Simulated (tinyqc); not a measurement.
## Scale length and barrier from the threshold roll-off

Inverse problem. For L well above Lambda the threshold falls by 2 m sqrt(A (A + Vds)) exp(-pi L/(2 Lambda)), A being the height of the source potential over the barrier top; the two values follow this form. Find Lambda and A.

Parameters, values chosen for the exercise:

| symbol | value | unit | meaning |
|---|---|---|---|
| m | 1 |  | long-channel body factor |
| Vds | 0.5 | V | drain voltage |

threshold lowering at L = 27 and 43 nm (mV): 63.249138  9.8577833

Answer. The ratio of the two values gives Lambda; the prefactor gives A (A + Vds), a quadratic with one positive root.

Lambda = 13.52 nm
A = 0.5200 V

Program tinyqc, `OMP_NUM_THREADS=1 python tinyqc.py 2420047 2420048 out.jsonl`; Intel Xeon 2.30GHz, shared host, one thread, about 0.01 s.
